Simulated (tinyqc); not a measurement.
A longer run and its error bar: q-state Potts model on a small periodic square lattice: enumeration, Metropolis, heat-bath and Wolff steps. Computed by tinyqc, a small Python program. Command: `OMP_NUM_THREADS=1 python tinyqc.py 3110699 3110700 out.jsonl potts walk`. One thread of a shared host (Intel(R) Xeon(R) Processor @ 2.30GHz), about 0.04 s of CPU time with the checks.

E = -J x (number of nearest-neighbour bonds with equal states); n x n sites with periodic edges have 2 n^2 bonds. Order parameter m = (q f - 1)/(q - 1), f being the largest share of one state. Sites are numbered row by row from 0. Here q = 3 and n = 3.

Inputs (values chosen for the exercise, for a model of domains or grain orientations):
```
quantity             value  unit
number of states q       3     -
edge n                   3     -
coupling J              15   meV
temperature T          149     K
seed                504747     -
```

Update: Wolff cluster.

Constants: k_B = 8.617333262e-05 eV/K.

Method:
- K = J/(k_B T); the infinite square lattice orders at K_c = ln(1 + sqrt(q)); Wolff bond probability p = 1 - exp(-K).
- All q^(n^2) states are counted by their number b of equal bonds; weights g(b) exp(K b), K = J/(k_B T). Per site: u = -J <b>/n^2, c/k_B = K^2 (<b^2> - <b>^2)/n^2.
- ln Z = ln sum g(b) exp(K b); entropy per site s/k_B = (ln Z - K <b>)/n^2.
- After 400 updates are discarded, b is recorded for 4000 cluster flips of the update named (random numbers not printed, so these rows are one sample). Records are averaged in blocks; the error is the scatter of block means over sqrt(number of blocks), and the last column its square over that for single records.

start states:
```
   1  2  3
1  2  0  1
2  1  2  0
3  0  1  2
```

K = 1.16824

p = 0.689086

<b> = 16.9175

Blocking:
```
block length   mean b     error  variance ratio
1             16.8825  0.036359          1.0000
4             16.8825  0.057440          2.4957
16            16.8825  0.075886          4.3560
40            16.8825  0.076381          4.4130
100           16.8825  0.075603          4.3236
```

The run gives 16.883 +/- 0.076 (blocks of 40) against the exact 16.917, a difference of 0.5 error bars. Single records understate the error by a factor of about 2.1, because successive records are correlated.

Extremes, crossings and ranges named in words are read from the listed rows.
